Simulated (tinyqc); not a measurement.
# Floating body of a partially depleted SOI transistor: body voltage and kink: two studies

Source at 0 V. Channel current Ic = 2 nf K Vt^2 [F(0) - F(Vd)](1 + la Vd), F(V) = ln^2(1 + exp((Vg - VT - nf V)/(2 nf Vt))), VT = VT0 - gb Vb. Saturation voltage Vs = 2 Vt sqrt(F(0)) + 3 Vt, excess Ve = (Vd - Vs + sqrt((Vd - Vs)^2 + 0.0004 V^2))/2, multiplication M1 = Ai Ve exp(-Bl/Ve). Each junction passes D(v) = J1 (exp(v/Vt) - 1) + J2 (exp(v/(2 Vt)) - 1). Bipolar current Ib = bb J1 (exp(Vb/Vt) - 1). The body settles where M1 (Ic + Ib) = D(Vb) + D(Vb - Vd) + Vb/Rb; drain current Id = (1 + M1)(Ic + Ib) - D(Vb - Vd).

Values chosen for this exercise; values of the order met in partially depleted silicon-on-insulator transistors:

| symbol | value | unit | meaning |
|---|---|---|---|
| T | 300 | K | temperature |
| VT0 | 0.41 | V | threshold at zero body voltage |
| gb | 0.15 |  | fall of the threshold per volt of body voltage |
| nf | 1.4 |  | slope factor |
| K | 150 | uA/(V^2 um) | gain factor per width |
| la | 0.05 | 1/V | channel-length modulation factor |
| Ai | 3.78 | 1/V | impact-ionisation prefactor |
| Bl | 4.4 | V | impact-ionisation voltage |
| J1 | 5.6e-13 | uA/um | diffusion saturation current of each junction |
| J2 | 5.5e-8 | uA/um | recombination saturation current of each junction |
| bb | 1 |  | gain of the lateral bipolar transistor on the diffusion current |
| Rb | 1e9 | kohm um | resistance of a weak body tie to the source (1e9 stands for no tie, and the term is then dropped) |
| Vg | 0.61 | V | gate voltage |
| Vd | 2 | V | drain voltage |

Constants: q = 1.602176634e-19 C, kB = 1.380649e-23 J/K, Vt = kB T/q. Results are converted to the units shown.

Each table varies one quantity; the others keep the values above.

## Output curve and kink

Rows with more than one solution for Vb (latch) are left out; dId/dVd by a forward difference over 1e-4 V, swing = 1e-4 V over the change of log10 Id; M1 under 1e-12 is printed as 0.

Output curve and kink:

| Vd (V) | Vb (V) | M1 | Id, floating (uA/um) | Id, grounded (uA/um) | ratio | dId/dVd, floating (uS/um) | dId/dVd, grounded (uS/um) |
|---|---|---|---|---|---|---|---|
| 0.68 | 0.4072 | 3.879e-5 | 3.832 | 2.315 | 1.655 | 5.690 | 0.1180 |
| 0.84 | 0.5546 | 8.104e-4 | 4.527 | 2.337 | 1.937 | 3.148 | 0.1693 |
| 1 | 0.6249 | 0.005567 | 4.939 | 2.375 | 2.080 | 2.291 | 0.3181 |
| 1.16 | 0.6658 | 0.02057 | 5.329 | 2.445 | 2.179 | 2.754 | 0.5805 |
| 1.32 | 0.6942 | 0.05283 | 5.872 | 2.565 | 2.289 | 4.194 | 0.9382 |
| 1.48 | 0.7161 | 0.1081 | 6.730 | 2.749 | 2.448 | 6.756 | 1.361 |
| 1.64 | 0.7344 | 0.1901 | 8.127 | 3.003 | 2.706 | 11.10 | 1.822 |
| 1.8 | 0.7509 | 0.3006 | 10.47 | 3.333 | 3.142 | 19.09 | 2.299 |

Vb rises from 0.407 to 0.751 V and the ratio of the currents rises from 1.66 to 3.14. The output conductance with a floating body exceeds the grounded value by the largest factor among the rows, 48.2, at Vd = 0.68 V, where Vb = 0.407 V and M1 = 3.88e-5.

## Transfer curve and swing

Same model as above.

Results:

| Vg (V) | Vb (V) | M1 | Id, floating (uA/um) | Id, grounded (uA/um) | ratio | swing, floating (mV/decade) | swing, grounded (mV/decade) |
|---|---|---|---|---|---|---|---|
| -0.04 | 0.1877 | 0.7367 | 4.693e-6 | 2.187e-6 | 2.146 | 67.32 | 85.57 |
| 0.06 | 0.3649 | 0.7358 | 1.523e-4 | 3.363e-5 | 4.529 | 65.76 | 83.82 |
| 0.16 | 0.5359 | 0.7309 | 0.005469 | 5.194e-4 | 10.53 | 61.60 | 84.70 |
| 0.26 | 0.6562 | 0.7111 | 0.1854 | 0.007508 | 24.69 | 77.82 | 88.58 |
| 0.36 | 0.7183 | 0.6626 | 1.788 | 0.08718 | 20.51 | 138.9 | 102.2 |
| 0.56 | 0.7662 | 0.5161 | 12.67 | 2.372 | 5.340 | 411.8 | 214.2 |
| 0.66 | 0.7756 | 0.4435 | 20.10 | 5.726 | 3.510 | 601.3 | 319.8 |
| 0.76 | 0.7812 | 0.3765 | 27.97 | 10.54 | 2.654 | 804.8 | 444.7 |

Estimate the missing row, Vg = 0.46 V.

Computed row:

| Vg (V) | Vb (V) | M1 | Id, floating (uA/um) | Id, grounded (uA/um) | ratio | swing, floating (mV/decade) | swing, grounded (mV/decade) |
|---|---|---|---|---|---|---|---|
| 0.46 | 0.7496 | 0.5918 | 6.197 | 0.6194 | 10.00 | 251.9 | 140.1 |

With this row back in the table: Vb rises from 0.188 to 0.781 V. The smallest swing among the rows is 61.6 mV a decade with a floating body (at Vg = 0.16 V) and 83.8 with a grounded one; Vt ln 10 = 59.5. The floating swing is smaller by more than 3 % for Vg = -0.04, 0.06, 0.16, 0.26 V, where the rising Vb lowers the threshold as Vg rises. In the first row the floating body raises the current by a factor of 2.15.

Range of the model: The multiplication law is an empirical form chosen for the exercise; self-heating and capacitive coupling to the body are left out, and the linear laws are rough once Vb passes about 0.7 V or M1 about 0.1.

Program tinyqc, `OMP_NUM_THREADS=1 python tinyqc.py 2182160 2182161 out.jsonl`; Intel Xeon 2.30GHz, shared host, one thread, about 0.2 s.
